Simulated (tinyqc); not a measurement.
# Lossy interposer transmission line with skin effect: what changes with what

A uniform line in a homogeneous dielectric: c = sqrt(er)/(c0 Z0), l = Z0 sqrt(er)/c0 (c0 = 299792458 m/s), g = w c td, w = 2 pi f. The resistance joins its limits as r = sqrt(r_dc^2 + r_hf^2), with r_dc = rho/(wd th), r_hf = kr rho/(2 delta (wd + th)), delta = sqrt(rho/(pi f mu0)), mu0 = 4 pi 1e-7 H/m; this is an interpolation, and internal inductance, up to 0.05 nH/mm at low frequency, is neglected.

Inputs (values chosen for the exercise):
```
symbol  value     unit                                  meaning
wd        3.1       um                       width of the strip
th        2.9       um                   thickness of the strip
rho       2.9  uohm cm                              resistivity
er        4.2                             relative permittivity
td      0.002                                      loss tangent
Z0         50      ohm             lossless impedance sqrt(l/c)
kr        1.2           factor for crowding and the return path
len        16       mm                                   length
Rg         25      ohm                        source resistance
RL        1e5      ohm                          load resistance
CL        100       fF                         load capacitance
f          17      GHz                                frequency
```

Each table varies one quantity; the others keep the values above.

## Line properties against frequency

gamma = sqrt((r + i w l)(g + i w c)) = alpha + i beta, Zc = sqrt((r + i w l)/(g + i w c)), roots with positive real part; loss 8.685889638 alpha in dB; phase velocity w/beta. ZL = 1/(1/RL + i w CL); reflection (ZL - Zc)/(ZL + Zc); Zin = Zc (ZL + Zc tanh(gamma len))/(Zc + ZL tanh(gamma len)); H = V_load/V_source = [Zin/(Zin + Rg)]/[cosh(gamma len) + (Zc/ZL) sinh(gamma len)].

Results:

| f (GHz) | r (ohm/mm) | r/(w l) | loss (dB/mm) | \|Zc\| (ohm) | phase velocity over c0 | length in wavelengths | \|H\| (dB) |
|---|---|---|---|---|---|---|---|
| 0.01 | 3.2276 | 150.29 | 0.032265 | 612.97 | 0.056158 | 0.0095035 | -0.0067323 |
| 0.03 | 3.2311 | 50.151 | 0.055547 | 354.12 | 0.096571 | 0.016580 | -0.0066344 |
| 0.09 | 3.2417 | 16.772 | 0.094480 | 204.95 | 0.16371 | 0.029341 | -0.0043201 |
| 0.3 | 3.2786 | 5.0888 | 0.16212 | 113.87 | 0.27768 | 0.057661 | 0.025116 |
| 0.8 | 3.3648 | 1.9585 | 0.23147 | 74.145 | 0.38606 | 0.11060 | 0.15637 |
| 7 | 4.2918 | 0.28549 | 0.37175 | 50.989 | 0.48322 | 0.77314 | -3.3997 |
| 20 | 5.7709 | 0.13436 | 0.50761 | 50.224 | 0.48689 | 2.1923 | -6.9341 |
| 60 | 8.8937 | 0.069021 | 0.79444 | 50.059 | 0.48768 | 6.5663 | -16.766 |

Estimate the missing row, f = 2 GHz.

Computed row:

| f (GHz) | r (ohm/mm) | r/(w l) | loss (dB/mm) | \|Zc\| (ohm) | phase velocity over c0 | length in wavelengths | \|H\| (dB) |
|---|---|---|---|---|---|---|---|
| 2 | 3.5631 | 0.82955 | 0.28944 | 56.993 | 0.45525 | 0.23447 | -0.65208 |

With this row back in the table: r equals w l at 1.63 GHz: below it |Zc| and the delay grow as in an RC line, above it |Zc| tends to Z0 = 50 ohm and the velocity to 1/sqrt(er) = 0.488 c0. The loss goes as f^(0.49) between the first two rows and f^(0.41) between the last two. |H| is -0.00673 dB in the first row and -16.8 dB in the last; between rows it can pass through resonances that the table doesn't show.

## Effect of the length

Same model as above.

The same in every row: r (ohm/mm) = 5.465; r/(w l) = 0.1497; loss (dB/mm) = 0.4797; |Zc| (ohm) = 50.28; phase velocity over c0 = 0.4866.

Results:

| len (mm) | length in wavelengths | \|H\| (dB) |
|---|---|---|
| 1.6 | 0.1864 | 2.912 |
| 2.8 | 0.3263 | -1.205 |
| 4.9 | 0.5710 | -0.6835 |
| 8.6 | 1.002 | -3.478 |
| 15 | 1.748 | -5.787 |
| 26 | 3.030 | -11.33 |
| 80 | 9.322 | -37.22 |

Estimate the missing row, len = 46 mm.

Computed row:

| len (mm) | length in wavelengths | \|H\| (dB) |
|---|---|---|
| 46 | 5.360 | -20.92 |

With this row back in the table: As len goes from 1.6 to 80, the loss stays at 0.480 dB/mm, |Zc| stays at 50.3 ohm and |H| goes from 2.91 to -37.2 dB, with its highest value among the rows, 2.91 dB, at len = 1.6.

tinyqc, about 0.01 s, one thread, Intel Xeon 2.30GHz (shared host): `OMP_NUM_THREADS=1 python tinyqc.py 2810204 2810205 out.jsonl`
